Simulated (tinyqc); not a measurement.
# A clean chain and dephasing by Buettiker voltage probes: what changes with what

Sites 1 to 3 form a chain with hopping -t. Lead L joins site 1 and lead R site 3, both semi-infinite chains with hopping -t and site energy 0. Every site carries a probe with self-energy -i Gamma_p/2 that draws no net current. Linear response at zero temperature: mu_L = 1, mu_R = 0 in units of the bias.

Inputs (values chosen for the exercise): hopping (matrix element -t) t = 1 eV; site energies 1 to N U = [0, 0, 0] eV; Fermi energy E = -1.27 eV; probe broadening Gamma_p gp = 0.34 eV.

Constants: q = 1.602176634e-19 C, h = 6.62607015e-34 J s. Results are converted to the units shown.

Each table varies one quantity; the others keep the values above.

## Effect of the dephasing strength

Sigma = t^2 g(E), g(x) = (x - i sqrt(4 t^2 - x^2))/(2 t^2) for |x| < 2 t and (x - sign(x) sqrt(x^2 - 4 t^2))/(2 t^2) otherwise; Gamma = -2 Im Sigma; G = (E - H - Sigma_L - Sigma_R + i Gamma_p/2)^(-1). With Gamma the broadening by one lead, T_RL = Gamma^2 |G_(3,1)|^2, T_pL = Gamma Gamma_p |G_(p,1)|^2, T_pR = Gamma Gamma_p |G_(p,3)|^2, T_pq = Gamma_p^2 |G_(p,q)|^2 for p != q. No current into probe p: W mu = T_pL with W_pp = T_pL + T_pR + sum_q T_pq and W_pq = -T_pq. Then T_eff = T_RL + sum_p T_pR mu_p, and the resistance is (h/2q^2)/T_eff. Without probes means Gamma_p = 0.

Effect of the dephasing strength:

| gp (eV) | T_RL | through probes | T_eff | resistance (kohm) |
|---|---|---|---|---|
| 0.011 | 0.9789 | 0.01056 | 0.9894 | 13.04 |
| 0.021 | 0.9601 | 0.01995 | 0.9800 | 13.17 |
| 0.039 | 0.9271 | 0.03637 | 0.9635 | 13.40 |
| 0.075 | 0.8648 | 0.06730 | 0.9321 | 13.85 |
| 0.14 | 0.7630 | 0.1169 | 0.8799 | 14.67 |
| 0.27 | 0.5959 | 0.1945 | 0.7903 | 16.33 |
| 0.51 | 0.3831 | 0.2787 | 0.6619 | 19.50 |
| 0.98 | 0.1720 | 0.3227 | 0.4947 | 26.09 |
| 1.9 | 0.04484 | 0.2764 | 0.3212 | 40.18 |
| 3.5 | 0.007046 | 0.1816 | 0.1887 | 68.41 |

Read the table: what changes, and by how much?

Without probes the transmission is 1.00. T_eff falls from 0.989 to 0.189; the direct part falls from 0.979 to 0.00705 and the part through probes goes from 0.0106 through a maximum of 0.323 (at gp = 0.98 eV among the rows listed) to 0.182. At this energy dephasing lowers T_eff from the start: the probes give back less than the direct part loses.

## Coherent and dephased transmission against energy

Same model as above.

The same in every row: T without probes = 1.000.

Coherent and dephased transmission against energy:

| E (eV) | T_eff |
|---|---|
| -1.8 | 0.6335 |
| -1.5 | 0.7188 |
| -1.2 | 0.7552 |
| -0.9 | 0.7759 |
| -0.6 | 0.7881 |
| -0.3 | 0.7946 |
| 0 | 0.7966 |
| 0.3 | 0.7946 |
| 0.6 | 0.7881 |
| 0.9 | 0.7759 |
| 1.2 | 0.7552 |
| 1.5 | 0.7188 |
| 1.8 | 0.6335 |

Without probes T is 1.00 in every row, with them between 0.634 and 0.797. The probes lower it in 13 rows and raise it in 0.

Program tinyqc, `OMP_NUM_THREADS=1 python tinyqc.py 2700021 2700022 out.jsonl`; Intel Xeon 2.30GHz, shared host, one thread, about 0.01 s.
